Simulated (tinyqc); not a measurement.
Five forms on the same table: equation-of-state fits to an energy-volume table made by a known binding curve. Computed by tinyqc, a small Python program. Command: `OMP_NUM_THREADS=1 python tinyqc.py 3009375 3009376 out.jsonl eosfit walk`. One thread of a shared host (Intel(R) Xeon(R) Processor @ 2.30GHz), about 0.03 s of CPU time with the checks.

With x = (V/V_0)^(1/3), the energy per atom is E = D [m x^-n - n x^-m]/(n - m), so that B0 = D n m/(9 V_0) and B' = (n + m + 6)/3. B' = dB/dP at P = 0.

Inputs (values chosen for the exercise, for a model crystal):
```
quantity,value,unit
cohesive energy D,7.81,eV/atom
true volume V_0,17.7,angstrom^3/atom
repulsive exponent n,10,-
attractive exponent m,1,-
half-width of the volume window w,0.06,-
shift of the window centre s,0.0057,-
points N,7,-
compression V/V_0 for the pressure test,0.7,-
noise amplitude,0.018,meV
```

Binding curve: Mie. Noise: added.

Constants: 1 eV/angstrom^3 = 160.2176634 GPa.

Method:
- B0 and B' from the formulas above; P = -dE/dV at V = c V_0 (c the compression chosen), from the curve itself.
- Table: V_j = V_0 [1 + s + w (2 j/(N - 1) - 1)], j = 0..N-1, rounded to 0.001; E_j from the curve plus the noise amplitude times the listed numbers xi_j (xi_0 first), rounded to 1e-7 eV.
- Murnaghan: E = E0 + (B0 V/B') [(V0/V)^B'/(B' - 1) + 1] - B0 V0/(B' - 1), P = (B0/B') [(V0/V)^B' - 1].
- Birch-Murnaghan: E = E0 + (9 V0 B0/16) [y^3 B' + y^2 (2 - 4 y)], y = (V0/V)^(2/3) - 1; P = (3 B0/2) (x^7 - x^5) [1 + (3/4)(B' - 4)(x^2 - 1)], x = (V0/V)^(1/3).
- Vinet: E = E0 + (9 B0 V0/h^2) {1 + [h (1 - x) - 1] exp(h (1 - x))}, P = 3 B0 (1 - x) x^-2 exp(h (1 - x)), x = (V/V0)^(1/3), h = (3/2)(B' - 1).
- All are least-squares fits to the energies; for polynomials in V, B0 = V E'' and B' = -1 - V E'''/E'' at the minimum.

numbers xi_j, drawn evenly from -1 to 1: [-0.9835, 0.0108, -0.8384, -0.6133, 0.4729, 0.9379, 0.7328]

exact B0 = 78.5499 GPa

exact B' = 5.66667

exact pressure at c V_0 = 80.6922 GPa

Table:
```
V (angstrom^3),E (eV)
16.739,-7.7955292
17.093,-7.8044842
17.447,-7.8090997
17.801,-7.8098715
18.155,-7.8072812
18.509,-7.8017727
18.863,-7.7937119
```

Fitted values:
```
form,V0 (angstrom^3),B0 (GPa),B',P at c V_0 (GPa)
exact,17.700,78.550,5.6667,80.692
parabola in V,17.754,76.970,-1.0000,-
cubic in V,17.701,79.644,5.4235,-
Murnaghan,17.699,78.448,5.6947,91.210
Birch-Murnaghan,17.699,78.653,5.6713,76.682
Vinet,17.699,78.701,5.6641,73.533
```

What follows from these numbers?

In B0 the Murnaghan form comes closest (-0.13 %) and the parabola in V form misses most (-2.01 %). A parabola in V has no third derivative, so its B' is -1 by construction. At c V_0, beyond the window, the pressure errors are Murnaghan +13.0 %, Birch-Murnaghan -5.0 %, Vinet -8.9 %; Murnaghan keeps B linear in P and so runs too stiff under compression.

Extremes, crossings and ranges named in words are read from the listed rows.
